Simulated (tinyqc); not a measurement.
From a_perp back to Ge fraction x: composition and strain of an epitaxial Si(1-x)Ge(x) layer from Raman and X-ray peaks. Computed by tinyqc, a small Python program. Command: `OMP_NUM_THREADS=1 python tinyqc.py 3024582 3024583 out.jsonl epiraman inv`. One thread of a shared host (Intel(R) Xeon(R) Processor @ 2.30GHz), about 0.01 s of CPU time with the checks.

A (001) layer, biaxially strained in the plane. The Raman peaks follow empirical lines omega = w0 + c1 x + c3 x^3 + b eps (c3 for Si-Ge alone), with eps the in-plane strain.

Inputs (values chosen for the exercise, modelled on silicon-germanium): degree of relaxation R = 0; lattice constant of Si = 5.431 angstrom; lattice constant of Ge = 5.658 angstrom; bowing B = 0.029 angstrom; 2 C12/C11 of Si = 0.776; 2 C12/C11 of Ge = 0.751.

Substrate: germanium.

Method. Relaxed lattice constant a(x) = a_Si + (a_Ge - a_Si) x - B x (1 - x). In-plane constant a_par = a_sub + R (a(x) - a_sub); eps = a_par/a(x) - 1; eps_perp = -(2 C12/C11) eps with 2 C12/C11 linear in x; a_perp = a(x) (1 + eps_perp).

Task: A run gave the result below. Find the Ge fraction x, known to lie between 0.25 and 0.78.

a_perp = 5.427559 angstrom

Result:

Each step takes the trial c = (a f_b - b f_a)/(f_b - f_a), f being the result less the target and a, b, c the logarithms of the listed values; c replaces end b, the old b replaces a if the sign of f changed, and otherwise f_a is halved.

Scan of the range:
```
Ge fraction x  a_perp (angstrom)
0.250                    5.34708
0.302                    5.36699
0.365                    5.39144
0.442                    5.42182
0.534                    5.45882
0.645                    5.50449
0.780                    5.56154
```

False position (Illinois rule, in the logarithm of the input) inside the bracket:
```
step     end a     end b     trial  a_perp (angstrom)
1     0.442000  0.534000  0.455160            5.42706
2     0.534000  0.455160  0.456296            5.42752
3     0.534000  0.456296  0.456488            5.42759
4     0.456296  0.456488  0.456401            5.42756
```

a_perp rises at every point of a 13-point scan of the range (every second point is shown), so one value fits; it is bracketed by 0.442 and 0.534. Answer: Ge fraction x = 0.4564.

Caution: strains above 2 % survive only in layers a few nanometres thick, and the linear relations lose accuracy.
